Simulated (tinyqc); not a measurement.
Longitudinal sound in a periodic multilayer: transfer matrices, stop bands and folded phonons: one step, computed by the program tinyqc. Command: `OMP_NUM_THREADS=1 python tinyqc.py 3007128 3007129 out.jsonl multilayer walk`. One thread of a shared host (Intel(R) Xeon(R) Processor @ 2.30GHz), about 0.01 s of CPU time with the checks.

Layers 1 and 2 repeat with period d = d_1 + d_2; waves travel normal to the layers, without loss. State vector (u, s): displacement u and stress divided by omega. Impedances Z = rho v are in 1e6 kg/(m^2 s).

Question. Transfer matrix of one period. A layer maps (u, s) by [[cos p, sin p/Z], [-Z sin p, cos p]], p = 2 pi f d_i/v_i; one period is M = M_2 M_1, and cos(q d) = trace(M)/2.

Inputs (values chosen for the exercise, modelled on gallium nitride (layer 1), aluminium nitride (layer 2) and silicon (substrate)):
```
quantity       value  unit
velocity v_1    8170   m/s
thickness d_1     25    nm
velocity v_2   11200   m/s
thickness d_2   34.3    nm
frequency f      128   GHz
```

Z_2 = 36.736

Z_1 = 50.1638

Give: phase p_1; phase p_2; M; trace(M)/2.

Answer.

phase p_1 = 2.461 rad

phase p_2 = 2.463 rad

M:
```
         1         2
1  0.06565  -0.02304
2    42.49    0.3158
```

trace(M)/2 = 0.1907

|trace/2| < 1: f lies in a pass band, with q d = 1.3789 rad (folded into 0 to pi).
